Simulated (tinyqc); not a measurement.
# MOS capacitor on a p-type substrate, surface potential from the exact charge relation: what changes with what

Uniform p-type substrate, Boltzmann statistics, full ionisation, classical densities. psi is the surface potential against the body (positive when the bands bend down) and u = psi/Vt. Traps are spread evenly over the gap and neutral at flat band, so their charge is -q Dit psi; the minority quasi-Fermi level is shifted by Vb.

Inputs (values chosen for the exercise); band and dielectric values those of a made-up semiconductor: temperature T = 400 K; band gap Eg = 3.27 eV; relative permittivity eps_r = 7.41; conduction-band density of states at T Nc = 3.23e19 cm^-3; valence-band density of states at T Nv = 3.36e19 cm^-3; electron affinity chi = 2.85 eV; acceptor density of the substrate N = 4.8e17 cm^-3; relative permittivity of the gate insulator (close to silicon dioxide) eox = 3.9; insulator thickness tox = 11 nm; gate work function phiM = 3.96 eV; fixed charge at the interface, in units of q Nf = 0 cm^-2; density of interface traps Dit = 0 cm^-2 eV^-1; reverse bias of the inversion layer against the body Vb = 0 V.

Constants: q = 1.602176634e-19 C, kB = 1.380649e-23 J/K, Vt = kB T/q, eps0 = 8.8541878128e-14 F/cm where lengths are in cm. Results are converted to the units shown.

Each table varies one quantity; the others keep the values above.

## Capacitance-voltage curves

ni = sqrt(Nc Nv) exp(-Eg/(2 Vt)), Eg in volts; phiF = Vt ln(N/ni); Cox = eps0 eox/tox; Vfb = phiM - chi - (Eg - Vt ln(Nv/N)) - q Nf/Cox; Q0 = sqrt(2 eps0 eps_r q N Vt); r = (ni/N)^2 exp(-Vb/Vt); VT = Vfb + [(2 phiF + Vb)(1 + q Dit/Cox) + sqrt(2 eps0 eps_r q N (2 phiF + Vb))/Cox]. u = psi/Vt; F^2 = exp(-u) + u - 1 + r (exp(u) - u - 1); Qs = -sign(u) Q0 F; Cs = -dQs/dpsi = (Q0/Vt) |1 - exp(-u) + r (exp(u) - 1)|/(2 F). psi solves Vg = Vfb + psi + (q Dit psi - Qs)/Cox. Low frequency: 1/C_LF = 1/Cox + 1/(Cs + q Dit). High frequency, in the simple estimate in which traps and minority carriers do not follow: 1/C_HF = 1/Cox + 1/Cd, Cd being Cs with r = 0 at the same psi. Deep depletion: r = 0 and Dit = 0 both in the equation for psi and in Cs. Minority sheet density N_inv = (Q0/(2 q)) int_0^u r (exp(t) - 1)/F(t) dt for u > 0. N_inv under 1 cm^-2 is printed as 0. Regimes: accumulation when majority carriers gather, then depletion up to |psi| = phiF + Vb, weak inversion up to 2 phiF + Vb, strong inversion beyond.

Result of one run:
```
Vg (V)  psi (V)  C_LF/Cox  C_HF/Cox  C_deep/Cox  N_inv (cm^-2)            regime
3.32      3.114    0.9221    0.2238      0.2147       8.753e11  strong inversion
```

What becomes of these results when the gate voltage against the body Vg is changed from 3.32 to -2.63 V, all else the same?

Result of the changed run:
```
Vg (V)   psi (V)  C_LF/Cox  C_HF/Cox  C_deep/Cox  N_inv (cm^-2)        regime
-2.63   -0.08409    0.9097    0.9097      0.9097              0  accumulation
```

The whole series:
```
Vg (V)   psi (V)  C_LF/Cox  C_HF/Cox  C_deep/Cox  N_inv (cm^-2)            regime
-2.63   -0.08409    0.9097    0.9097      0.9097              0      accumulation
-1.78    0.05814    0.7040    0.7040      0.7040              0         depletion
-0.93     0.4395    0.4429    0.4429      0.4429              0         depletion
-0.08     0.9600    0.3447    0.3447      0.3447              0         depletion
0.77       1.541    0.2919    0.2919      0.2919              0    weak inversion
1.62       2.159    0.2577    0.2577      0.2577          1.109    weak inversion
2.47       2.801    0.2343    0.2333      0.2333        1.183e8    weak inversion
3.32       3.114    0.9221    0.2238      0.2147       8.753e11  strong inversion
4.17       3.155    0.9664    0.2226      0.1999       2.442e12  strong inversion
```

C_LF/Cox is lowest, 0.234, at Vg = 2.47 V (weak inversion) among the rows listed and is 0.966 in the last row, where C_HF/Cox is 0.223 and the deep-depletion value 0.200. Vfb = -2.01 V, where C_HF/Cox = 0.794 (Cox in series with eps0 eps_r/LD), and VT = 2.71 V. Over the last two rows psi moves by only 0.049 V a volt of gate bias, since the inversion charge screens the body. In strong accumulation and inversion degeneracy and confinement, left out here, lower the capacitance.

## Effect of the reverse bias of the inversion layer against the body on threshold and swing

ni = sqrt(Nc Nv) exp(-Eg/(2 Vt)), Eg in volts; phiF = Vt ln(N/ni); Cox = eps0 eox/tox; Vfb = phiM - chi - (Eg - Vt ln(Nv/N)) - q Nf/Cox; VT = Vfb + [(2 phiF + Vb)(1 + q Dit/Cox) + sqrt(2 eps0 eps_r q N (2 phiF + Vb))/Cox]. gamma = sqrt(2 eps0 eps_r q N)/Cox; Wm = sqrt(2 eps0 eps_r (2 phiF + Vb)/(q N)); m = 1 + (eps0 eps_r/Wm + q Dit)/Cox; swing m Vt ln 10; Cmin/Cox = 1/(1 + Cox Wm/(eps0 eps_r)).

In this table Dit = 0 cm^-2 eV^-1.

The same in every row: Vfb (V) = -2.014; 2 phiF (V) = 2.978; gamma (V^0.5) = 1.012.

Effect of the reverse bias of the inversion layer against the body on threshold and swing:
```
Vb (V)  VT (V)  Wm (nm)      m  swing (mV/decade)  Cmin/Cox
0        2.711    71.29  1.293              102.6    0.2267
0.4      3.225    75.92  1.275              101.2    0.2159
0.8      3.732    80.29  1.260              100.0    0.2065
1.2      4.233    84.44  1.248              99.01    0.1984
1.6      4.730    88.39  1.236              98.14    0.1912
2        5.223    92.17  1.227              97.37    0.1848
2.4      5.712    95.80  1.218              96.68    0.1791
2.8      6.197    99.30  1.210              96.07    0.1739
```

What does the comparison show?

As Vb goes from 0 to 2.8, VT rises from 2.71 to 6.20 V, the swing falls from 103 to 96.1 mV/decade and Cmin/Cox falls from 0.227 to 0.174. Vfb does not move. The slope |dVT/dVb| between the first two rows is 1.28, close to m (VT is counted against the body; against the source it is m - 1).

Computed by the program tinyqc: `OMP_NUM_THREADS=1 python tinyqc.py 2060141 2060142 out.jsonl`, one thread of a shared Intel Xeon 2.30GHz, about 0.01 s for the whole run.
